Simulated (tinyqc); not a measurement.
Six-transistor SRAM cell, nodal equations and margins: one step of the calculation.

Two cross-coupled inverters (pull-down bn, pull-up bp) hold the nodes Q and QB; access transistors (ba, threshold VTn, gate on the word line at Vdd when selected) join them to the bit lines. Transistor (EKV form, voltages against the body): I = 2 n b Vt^2 [F(vp - Vs) - F(vp - Vd)] from drain to source, F(v) = ln^2(1 + exp(v/(2 Vt))), vp = (Vg - VT + sg |Vd - Vs|)/n. n-channel bodies are at 0; for the p-channel device all voltages are counted down from Vdd. b in uA/V^2 gives I in uA. For an access transistor the bit line is the drain and the node the source. In a read both bit lines are at Vdd. The cell is symmetric (no mismatch).

Task. The largest square in the read butterfly. f(x) is the node voltage of one half-cell in a read for input x (In - Ip - Ia = 0). Static noise margin: side of the largest square between the curve (x, f(x)) and its mirror image (f(y), y); with h(c) the root x of f(x) - x = c, it is the maximum over c > 0 of h(c) - h(-c) + c.

Inputs (values chosen for the exercise): temperature T = 250 K; supply voltage Vdd = 0.5 V; slope factor n = 1.42; drain-induced barrier lowering sg = 0.087; n-channel threshold VTn = 0.32 V; p-channel threshold (magnitude) VTp = 0.36 V; gain factor of the pull-down transistor bn = 250 uA/V^2; gain factor of the access transistor ba = 170 uA/V^2; gain factor of the pull-up transistor bp = 120 uA/V^2.

Constants: q = 1.602176634e-19 C, kB = 1.380649e-23 J/K, Vt = kB T/q. Results are converted to the units shown.

| point | c (V) |
|---|---|
| 0 | 0.087 |
| 1 | 0.15 |
| 2 | 0.2 |
| 3 | 0.25 |
| 4 | 0.29 |
| 5 | 0.32 |
| 6 | 0.35 |

Give: h(c); h(-c); side.

Result.

| point | h(c) (V) | h(-c) (V) | side (V) |
|---|---|---|---|
| 0 | 0.2129 | 0.2595 | 0.04040 |
| 1 | 0.2077 | 0.2958 | 0.06187 |
| 2 | 0.2035 | 0.3257 | 0.07782 |
| 3 | 0.1978 | 0.3557 | 0.09210 |
| 4 | 0.1879 | 0.3801 | 0.09775 |
| 5 | 0.1721 | 0.3990 | 0.09304 |
| 6 | 0.1479 | 0.4189 | 0.07905 |

The maximum over c is 97.75 mV, the read margin; with the word line off (no Ia) the same construction gives 190.3 mV.

Numbers from tinyqc (`OMP_NUM_THREADS=1 python tinyqc.py 2340079 2340080 out.jsonl`; about 0.1 s on one thread of a shared Intel Xeon 2.30GHz).
